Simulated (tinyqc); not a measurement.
Worked calculation: shallow donor in effective-mass theory, with valley-orbit splitting. Values are carried at full precision from step to step, so a last printed digit may differ when a step is redone from the rounded ones.

Constants: Ry = 13.60569312 eV; a0 (Bohr radius) = 0.5291772105 angstrom; hbar^2/2m0 = 3.80998211 eV angstrom^2; e^2/(4 pi eps0) = 14.39964547 eV angstrom.

Parameters, chosen for this exercise (near those of a group-V donor in Si; the results hold for these values, not for the real material):
- ml = 0.947 m0 (longitudinal mass)
- mt = 0.184 m0 (transverse mass)
- eps = 11.1 (dielectric constant)
- a = 28.9 angstrom (trial radius across the axis)
- b = 10.5 angstrom (trial radius along the axis)
- E0 = -32.3 meV (single-valley level)
- D0 = 4.05 meV (central-cell shift)
- D1 = 2.15 meV (coupling of perpendicular valleys)
- D2 = 1.52 meV (coupling of opposite valleys)
- Ds = -13.2 meV (strain splitting: z valleys less the others)

## Hydrogen-like estimates

Ry* = Ry m/eps^2 and a* = a0 eps/m for four choices of one mass: mt, the conductivity mass 3/(1/ml + 2/mt), the density-of-states mass (ml mt^2)^(1/3), and ml.

Estimates:
```
mass               m (m0)  Ry* (meV)  a* (angstrom)
mt                 0.1840      20.32          31.92
conductivity       0.2516      27.78          23.35
density of states  0.3177      35.08          18.49
ml                 0.9470     104.57           6.20
```

## Energy of one trial function

One valley: H = -c [(d2/dx2 + d2/dy2)/mt + (d2/dz2)/ml] - q/(eps r), c = hbar^2/2m0, q = e^2/(4 pi eps0). Trial function exp(-sqrt((x^2 + y^2)/a^2 + z^2/b^2)) with a > b: T = (c/3)(2/(mt a^2) + 1/(ml b^2)), V = -(q/eps) atan(u/b)/u, u = sqrt(a^2 - b^2). The central cell of the impurity is left out.

Evaluate T, V and E. Scaling both radii by f changes T to T/f^2 and V to V/f, so the best factor is f = -2T/V, with energy -V^2/(4T).

T = 28.692 meV
V = -57.767 meV
E = -29.075 meV
best scale factor = 0.9934
energy after scaling = -29.076 meV

The virial ratio -V/T is 2.013; it is 2 at the best scale. Scaling gains 0.001 meV.

## Scan over the shape

For each ratio b/a = 0.2, 0.3, ..., 0.9 the best scale follows from a = -2 T1/V1, with T1 and V1 taken at a = 1 angstrom.

Scan:
```
b/a  a (angstrom)  b (angstrom)  E (meV)
0.2         52.21         10.44  -17.365
0.3         33.34         10.00  -25.819
0.4         27.04         10.82  -30.340
0.5         24.44         12.22  -32.093
0.6         23.32         13.99  -32.247
0.7         22.90         16.03  -31.552
0.8         22.86         18.28  -30.437
0.9         23.03         20.73  -29.137
```

The best listed ratio is 0.6; (mt/ml)^(1/2) = 0.44 and (mt/ml)^(1/3) = 0.58 are common guesses.

## The minimum

Minimise over a and b. The Mott estimate n_c = (0.25/a_m)^3 uses a_m = (a^2 b)^(1/3); 1/angstrom^3 = 1e24/cm^3.

a = 23.64 angstrom
b = 13.27 angstrom
E = -32.320 meV
a_m = 19.50 angstrom
n_c = 2.11 x 1e18/cm^3

b/a = 0.561. The binding energy is 1.591 times Ry*(mt). The central cell of a real donor shrinks the orbit and raises n_c (3.7 x 1e18/cm^3 for P in Si).

## The valley-orbit matrix

Basis: the 1s envelopes of the valleys +x, -x, +y, -y, +z, -z. Diagonal E0 - D0, element -D2 between opposite valleys and -D1 between perpendicular ones. Strain along [001] adds 2 Ds/3 to the z valleys and -Ds/3 to the others.

Fill it in with the strain.

H (meV), lower triangle:
```
         +x       -x       +y       -y       +z       -z
+x  -31.950
-x   -1.520  -31.950
+y   -2.150   -2.150  -31.950
-y   -2.150   -2.150   -1.520  -31.950
+z   -2.150   -2.150   -2.150   -2.150  -45.150
-z   -2.150   -2.150   -2.150   -2.150   -1.520  -45.150
```

## Levels and ground state

Diagonalise. For the lowest state give the amplitudes (positive) and (sum of amplitudes)^2/6, the contact density relative to no strain.

levels (meV): -49.755  -43.630  -34.685  -30.430  -30.430  -29.170

amplitudes: +x 0.2262, -x 0.2262, +y 0.2262, -y 0.2262, +z 0.6306, -z 0.6306

relative contact density = 0.7820

The z valleys hold 79.5 % of the ground state, against 33.3 % without strain.

## Checks

- Energy from 21 anisotropic Gaussians against the two-parameter function, meV: -32.37 against -32.32.
- Unstrained levels against E0 - D0 - 4 D1 - D2 (A1), E0 - D0 + D2 (T2, threefold) and E0 - D0 + 2 D1 - D2 (E, twofold): they agree to 1e-10 or better.

(tinyqc, `OMP_NUM_THREADS=1 python tinyqc.py 1251189 1251190 out.jsonl`, Intel(R) Xeon(R) Processor @ 2.30GHz, 1 thread, shared host, about 0.01 s.)
